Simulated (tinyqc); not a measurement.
Worked calculation (part 2 of 2): RHF in the sto-3g basis, for BeH2, spin multiplicity 1. Computed by tinyqc, a small Python program that keeps every step (integrals from PySCF). Command: `OMP_NUM_THREADS=1 python tinyqc.py 20777 20778 out.jsonl` (the two numbers bound the seeds that draw the settings). One thread of a shared host (Intel(R) Xeon(R) Processor @ 2.60GHz), about 0.08 s of CPU time with the checks.

Geometry (angstrom):
```
atom         x          y         z
Be    0.000000   0.000000  0.000000
H     0.000000   1.819000  0.000000
H     0.000000  -1.819000  0.000000
```

## Iteration 6 (converged): orbitals

converged F (hartree):
```
            1Be 1s     1Be 2s   1Be 2px    1Be 2py   1Be 2pz      2H 1s      3H 1s
1Be 1s   -4.545184  -1.292552  0.000000   0.000000  0.000000  -0.125010  -0.125010
1Be 2s   -1.292552  -0.566407  0.000000   0.000000  0.000000  -0.270316  -0.270316
1Be 2px   0.000000   0.000000  0.210989   0.000000  0.000000   0.000000   0.000000
1Be 2py   0.000000   0.000000  0.000000  -0.067042  0.000000  -0.262851   0.262851
1Be 2pz   0.000000   0.000000  0.000000   0.000000  0.210989   0.000000   0.000000
2H 1s    -0.125010  -0.270316  0.000000  -0.262851  0.000000  -0.175479   0.002671
3H 1s    -0.125010  -0.270316  0.000000   0.262851  0.000000   0.002671  -0.175479
```

X:
```
            1Be 1s     1Be 2s   1Be 2px    1Be 2py   1Be 2pz      2H 1s      3H 1s
1Be 1s    1.028144  -0.145753  0.000000   0.000000  0.000000   0.019126   0.019126
1Be 2s   -0.145753   1.100788  0.000000   0.000000  0.000000  -0.163795  -0.163795
1Be 2px   0.000000   0.000000  1.000000   0.000000  0.000000   0.000000   0.000000
1Be 2py   0.000000   0.000000  0.000000   1.129993  0.000000  -0.226662   0.226662
1Be 2pz   0.000000   0.000000  0.000000   0.000000  1.000000   0.000000   0.000000
2H 1s     0.019126  -0.163795  0.000000  -0.226662  0.000000   1.100602  -0.032046
3H 1s     0.019126  -0.163795  0.000000   0.226662  0.000000  -0.032046   1.100602
```

Diagonalise F' = X^T F X, C = X C', fill 3 alpha and 3 beta electrons from the bottom; D = 2 C_occ C_occ^T. Each column has its largest component positive (the first on a tie).

F' = X^T F X (hartree):
```
           1          2         3          4         5          6          7
1  -4.436212  -0.698740  0.000000   0.000000  0.000000   0.021206   0.021206
2  -0.698740  -0.194385  0.000000   0.000000  0.000000  -0.225240  -0.225240
3   0.000000   0.000000  0.210989   0.000000  0.000000   0.000000   0.000000
4   0.000000   0.000000  0.000000   0.165381  0.000000  -0.300519   0.300519
5   0.000000   0.000000  0.000000   0.000000  0.210989   0.000000   0.000000
6   0.021206  -0.225240  0.000000  -0.300519  0.000000  -0.000659  -0.035148
7   0.021206  -0.225240  0.000000   0.300519  0.000000  -0.035148  -0.000659
```

orbital energies (hartree): MO1 -4.548445, MO2 -0.379088, MO3 -0.330073, MO4 0.210989, MO5 0.210989, MO6 0.261130, MO7 0.529943

coefficients C:
```
               MO1        MO2        MO3       MO4        MO5        MO6        MO7
1Be 1s    0.992072  -0.209669   0.000000  0.000000   0.000000  -0.225583   0.000000
1Be 2s    0.029807   0.655066   0.000000  0.000000   0.000000   0.925547   0.000000
1Be 2px   0.000000   0.000000   0.000000  0.032039   0.999487   0.000000   0.000000
1Be 2py   0.000000   0.000000   0.492412  0.000000   0.000000   0.000000   1.066380
1Be 2pz   0.000000   0.000000   0.000000  0.999487  -0.032039   0.000000   0.000000
2H 1s    -0.003613   0.393850   0.460321  0.000000   0.000000  -0.665559  -0.693488
3H 1s    -0.003613   0.393850  -0.460321  0.000000   0.000000  -0.665559   0.693488
```

D after iteration 6:
```
            1Be 1s     1Be 2s   1Be 2px    1Be 2py   1Be 2pz      2H 1s      3H 1s
1Be 1s    2.056337  -0.215552  0.000000   0.000000  0.000000  -0.172326  -0.172326
1Be 2s   -0.215552   0.859999  0.000000   0.000000  0.000000   0.515780   0.515780
1Be 2px   0.000000   0.000000  0.000000   0.000000  0.000000   0.000000   0.000000
1Be 2py   0.000000   0.000000  0.000000   0.484939  0.000000   0.453335  -0.453335
1Be 2pz   0.000000   0.000000  0.000000   0.000000  0.000000   0.000000   0.000000
2H 1s    -0.172326   0.515780  0.000000   0.453335  0.000000   0.734053  -0.113529
3H 1s    -0.172326   0.515780  0.000000  -0.453335  0.000000  -0.113529   0.734053
```

Within a degenerate level the vectors are fixed only up to a rotation; this is one choice.

## Convergence

Stop when the energy changes by less than 1e-08 hartree and every element of the error matrix X^T (F D S - S D F) X is below 3e-05.

Course of the cycle:
```
iteration   E (hartree)     change  largest element of the error matrix
1          -15.34830922          -                             2.28e-01
2          -15.42437905  -7.61e-02                             2.53e-02
3          -15.42616723  -1.79e-03                             7.55e-03
4          -15.42632173  -1.54e-04                             9.51e-04
5          -15.42632486  -3.13e-06                             4.12e-06
6          -15.42632486  -2.63e-11                             6.81e-07
```

PySCF RHF in the same basis = -15.42632486 hartree

Converged in 6 iterations.

## Populations, bond orders and dipole

overlap S:
```
           1Be 1s    1Be 2s   1Be 2px    1Be 2py   1Be 2pz     2H 1s      3H 1s
1Be 1s   1.000000  0.259517  0.000000   0.000000  0.000000  0.024212   0.024212
1Be 2s   0.259517  1.000000  0.000000   0.000000  0.000000  0.285499   0.285499
1Be 2px  0.000000  0.000000  1.000000   0.000000  0.000000  0.000000   0.000000
1Be 2py  0.000000  0.000000  0.000000   1.000000  0.000000  0.370120  -0.370120
1Be 2pz  0.000000  0.000000  0.000000   0.000000  1.000000  0.000000   0.000000
2H 1s    0.024212  0.285499  0.000000   0.370120  0.000000  1.000000   0.004335
3H 1s    0.024212  0.285499  0.000000  -0.370120  0.000000  0.004335   1.000000
```

Mulliken: Z minus the diagonal of D S on the atom; Loewdin: the same with S^(1/2) D S^(1/2); Mayer order: 2 sum_s sum (D(s) S)_ij (D(s) S)_ji over the two atoms.

Charges (e):
```
atom   Mulliken    Loewdin
1Be    0.088863   0.079529
2H    -0.044431  -0.039764
3H    -0.044431  -0.039764
```

Mayer bond orders:
```
pair     order
2-1   0.979787
3-1   0.979787
3-2   0.018239
```

dipole moment about the origin, x y z (debye): 0.000000  0.000000  0.000000
